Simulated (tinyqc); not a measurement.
# Current crowding under a contact, resistor ladder against the transmission-line model: two studies

A metal contact of length d and width W on a thin layer of the same width. The metal has no resistance, the sheet resistance under it equals Rsh, and current enters the layer at the front edge x = 0.

Inputs (values chosen for the exercise): sheet resistance of the semiconductor layer Rsh = 870 ohm/sq; specific contact resistivity rc = 1.8e-6 ohm cm^2; contact length d = 0.073 um; contact width W = 86 um.

Each table varies one quantity; the others keep the values above.

## Convergence with the number of cells

Cut the contact into n cells of length hc = d/n. Neighbouring cell centres are joined by a = W/(Rsh hc), each centre joins the metal (0 V) by g = W hc/rc, and I enters cell 1 through half a cell: -a v_(i-1) + b_i v_i - a v_(i+1) = I for i = 1 and 0 otherwise, b_i = g + 2 a (g + a at both ends). Rc = v_1/I + 1/(2 a). The error is against Transfer length Lt = sqrt(rc/Rsh); front resistance Rc = (Rsh Lt/W) coth(d/Lt); end resistance Re = (Rsh Lt/W)/sinh(d/Lt).

Convergence with the number of cells:

| n | hc/Lt | Rc (ohm) | error (%) |
|---|---|---|---|
| 1 | 0.1605 | 29.04 | 0.427 |
| 2 | 0.08024 | 28.95 | 0.107 |
| 4 | 0.04012 | 28.93 | 0.0267 |
| 8 | 0.02006 | 28.92 | 6.68e-3 |
| 16 | 0.01003 | 28.92 | 1.67e-3 |
| 32 | 0.005015 | 28.92 | 4.17e-4 |
| 64 | 0.002508 | 28.92 | 1.04e-4 |

What does the table show?

The exact Rc is 28.917 ohm. The error falls from 0.43 % to 1.0e-4 %, by a factor of 4.0 over the last doubling: second order in the cell length.

## Effect of the contact resistivity

Same model as above.

Transfer length Lt = sqrt(rc/Rsh); front resistance Rc = (Rsh Lt/W) coth(d/Lt); end resistance Re = (Rsh Lt/W)/sinh(d/Lt).

Effect of the contact resistivity:

| rc (ohm cm^2) | Lt (um) | d/Lt | Rc W (ohm um) |
|---|---|---|---|
| 2.9e-8 | 0.05774 | 1.264 | 58.94 |
| 7e-8 | 0.08970 | 0.8138 | 116.2 |
| 1.7e-7 | 0.1398 | 0.5222 | 253.7 |
| 4.1e-7 | 0.2171 | 0.3363 | 582.7 |
| 9.7e-7 | 0.3339 | 0.2186 | 1350 |
| 2.3e-6 | 0.5142 | 0.1420 | 3172 |
| 5.6e-6 | 0.8023 | 0.09099 | 7692 |
| 1.4e-5 | 1.269 | 0.05755 | 1.920e4 |
| 3.2e-5 | 1.918 | 0.03806 | 4.386e4 |
| 7.8e-5 | 2.994 | 0.02438 | 1.069e5 |

Rc W rises from 58.9 to 1.07e5 ohm um, as rc^(0.77) between the first two rows (d/Lt = 1.3) and rc^(1.00) between the last two (d/Lt = 0.024); a long contact gives the power 1/2 and a short one 1.

Numbers from tinyqc (`OMP_NUM_THREADS=1 python tinyqc.py 2760160 2760161 out.jsonl`; about 0.01 s on one thread of a shared Intel Xeon 2.30GHz).
